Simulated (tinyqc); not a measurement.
Internal photoemission over an interface barrier: one step of the calculation.

Electrons are excited from the valence band of a semiconductor over the barrier Phi(F) = P0 - sqrt(q F/(4 pi eps0 ei)), whose top lies at xm = sqrt(q/(16 pi eps0 ei F)). The yield is Y = A (hv - Phi)^p exp(-xm/l), with A = 1 here.

Task. Barrier in the field. Lowering P0 - Phi, barrier, position of its top, scattering factor and threshold wavelength.

Parameters, values chosen for the exercise; dielectric values close to those of silicon dioxide: barrier at zero field P0 = 3.95 eV; image-force permittivity ei = 2.11; scattering length in the image well l = 4.9 nm; field in the dielectric F = 1.1 MV/cm.

Constants: q = 1.602176634e-19 C, h = 6.62607015e-34 J s, c = 299792458 m/s, eps0 = 8.8541878128e-14 F/cm where lengths are in cm. Results are converted to the units shown.

Wanted: lowering; Phi; xm; exp(-xm/l); threshold wavelength h c/(q Phi).

Result.

lowering = 274.0 meV
Phi = 3.676 eV
xm = 1.245 nm
exp(-xm/l) = 0.7756
threshold wavelength h c/(q Phi) = 337.3 nm

Numbers from tinyqc (`OMP_NUM_THREADS=1 python tinyqc.py 2410156 2410157 out.jsonl`; about 0.01 s on one thread of a shared Intel Xeon 2.30GHz).
